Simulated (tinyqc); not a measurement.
What moves the results: interband optics of a two-band s-p chain from momentum matrix elements. A value that a table varies takes the place of the one given here.

H(k) = [[Es - 2 ts cos ka, 2i V sin ka], [-2i V sin ka, Ep_ + 2 tp cos ka]] in the basis s, p; the lower band is full, with two electrons a cell. The velocity operator times hbar is W = dH/dk (eV angstrom); intra-atomic dipoles are left out.

With w(k) = |<c|W|v>|^2 and D(k) = Ec - Ev, on the mesh k_j = (j + 1/2)/N (2 pi/a): eps(E) = 1 + (8 pi e2/(a Ar)) mean_j (w/D^2) [1/(D - E - i eta) + 1/(D + E + i eta)], e2 = e^2/(4 pi eps0); light polarised along the chains, no local fields.

Constants: e^2/(4 pi eps0) = 14.39964547 eV angstrom; hbar^2/2m0 = 3.80998211 eV angstrom^2.

Inputs chosen for the exercise:
- a = 2.72 angstrom (period)
- Es = 3.4 eV (upper orbital (s))
- Ep_ = -2.67 eV (lower orbital (p))
- ts = 0.57 eV (s-s hopping)
- tp = 0.57 eV (p-p hopping)
- V = 1.03 eV (s-p hopping)
- Ar = 8.7 angstrom^2 (cross-section per chain)
- eta = 0.2 eV (Lorentzian half width)
- E = 4.93 eV (photon energy)

## Joint density of states against eps2

Mesh of 2000 points. J(E) = mean of (eta/pi)/((E - D)^2 + eta^2). The fourth column is J times the constant (8 pi^2 e2/(a Ar)) mean(w/D^2). R = |(sqrt(eps) - 1)/(sqrt(eps) + 1)|^2.

Spectrum:

| E (eV) | J (1/eV) | eps2 | eps2 with constant element | eps1 | R |
|---|---|---|---|---|---|
| 3.19 | 0.020 | 1.336 | 0.423 | 7.268 | 0.216 |
| 3.71 | 0.111 | 9.374 | 2.308 | 10.455 | 0.365 |
| 4.24 | 0.139 | 7.804 | 2.887 | -2.494 | 0.463 |
| 4.76 | 0.115 | 3.188 | 2.390 | -2.318 | 0.466 |
| 5.28 | 0.109 | 1.393 | 2.268 | -1.221 | 0.435 |
| 5.81 | 0.112 | 0.621 | 2.320 | -0.195 | 0.267 |
| 6.33 | 0.121 | 0.363 | 2.517 | 0.697 | 0.018 |
| 6.86 | 0.141 | 0.460 | 2.933 | 1.587 | 0.021 |
| 7.38 | 0.183 | 1.053 | 3.802 | 2.602 | 0.073 |
| 7.90 | 0.302 | 3.310 | 6.263 | 3.855 | 0.180 |
| 8.43 | 0.372 | 6.526 | 7.718 | -3.927 | 0.521 |
| 8.95 | 0.055 | 0.873 | 1.138 | -2.315 | 0.720 |

Transitions span 3.790 to 8.350 eV. Among the energies listed J peaks at 8.43 eV and eps2 at 3.71 eV. The ratio of eps2 to the constant-element value is 2.70 at 4.24 eV and 0.53 at 7.90 eV: w/D^2 is 2.186 angstrom^2 at the zone centre and 0.450 at the edge.

## Mesh against broadening

eps2 at E for three widths, and eps(0) at eta = 0; the last row is the mesh of 2000 points.

Convergence:

| N | eta = 0.03 eV | eta = 0.1 eV | eta = 0.3 eV | eps(0) |
|---|---|---|---|---|
| 4 | 0.236 | 0.745 | 1.527 | 2.0079 |
| 8 | 0.277 | 0.904 | 2.311 | 3.4193 |
| 16 | 1.014 | 2.666 | 3.247 | 3.6916 |
| 32 | 0.866 | 1.972 | 2.582 | 3.6941 |
| 64 | 3.031 | 2.525 | 2.610 | 3.6941 |
| 128 | 1.587 | 2.165 | 2.606 | 3.6941 |
| 2000 | 1.964 | 2.177 | 2.606 | 3.6941 |

The first N from which eps2 stays within 2 % of the last row is above 128 for eta = 0.03, 128 for 0.1 and 32 for 0.3 eV; for eps(0) and 0.1 % it is 16. E lies inside the range of transitions, so as a rule the spacing of D between mesh points must fall below eta (less so where the weight w is small at E).

## Static constant against the gap

Es takes the values listed; mesh of 400 points; the Penn-type estimate is 1 + 8 pi c e2 n_eff/(a Ar Dm^2) with Dm the f-weighted mean of D, f = w/(c D), n_eff = 2 mean(f), c = hbar^2/2m0.

Results:

| Es (eV) | smallest D (eV) | Dm (eV) | n_eff | eps(0) | estimate |
|---|---|---|---|---|---|
| 3.10 | 3.490 | 5.880 | 1.296 | 4.233 | 3.183 |
| 3.40 | 3.790 | 6.177 | 1.242 | 3.694 | 2.896 |
| 3.90 | 4.290 | 6.672 | 1.161 | 3.042 | 2.519 |
| 4.40 | 4.790 | 7.168 | 1.089 | 2.590 | 2.235 |
| 5.40 | 5.790 | 8.159 | 0.968 | 2.025 | 1.847 |
| 6.40 | 6.790 | 9.151 | 0.870 | 1.703 | 1.606 |
| 8.40 | 8.790 | 11.139 | 0.723 | 1.375 | 1.339 |

eps(0) - 1 falls from 3.233 to 0.375, as Dm^-3.37; a fixed n_eff would give the power -2, and n_eff goes from 1.296 to 0.723. The single-gap estimate is low by 32.5 % of eps(0) - 1 in the first row and 9.4 % in the last, since 1/D^2 favours the smallest separations. n_eff need not equal the 2 electrons of the cell: a two-orbital basis with chosen hoppings does not obey the free-electron sum rule.

## What moves the optical response

Mesh of 400 points; n_eff = 2 mean(w/(c D)), c = hbar^2/2m0. Each row changes one parameter from the base and keeps the others.

Results:

| case | smallest D (eV) | largest D (eV) | n_eff | eps(0) |
|---|---|---|---|---|
| base | 3.790 | 8.350 | 1.242 | 3.694 |
| a = 2.856 angstrom | 3.790 | 8.350 | 1.369 | 3.829 |
| Es = 3.7 eV | 4.090 | 8.650 | 1.192 | 3.273 |
| ts = 0.684 eV | 3.562 | 8.578 | 1.257 | 3.983 |
| V = 1.133 eV | 3.790 | 8.359 | 1.461 | 4.130 |
| Ar = 9.57 angstrom^2 | 3.790 | 8.350 | 1.242 | 3.449 |

The largest shifts from the base row, up to three for each result and ties (the steps differ in size, so this ranks the rows, not the parameters). smallest D (eV): Es +0.300, ts -0.228; unchanged at the printed digits by a, V and Ar. largest D (eV): Es +0.300, ts +0.228, V +0.009; unchanged at the printed digits by a and Ar. n_eff: V +0.219, a +0.127, Es -0.050; unchanged at the printed digits by Ar. eps(0): V +0.436, Es -0.421, ts +0.289.

Run: tinyqc, `OMP_NUM_THREADS=1 python tinyqc.py 1652240 1652241 out.jsonl`; Intel(R) Xeon(R) Processor @ 2.30GHz, one thread, shared host; about 0.01 s of CPU time with all checks.
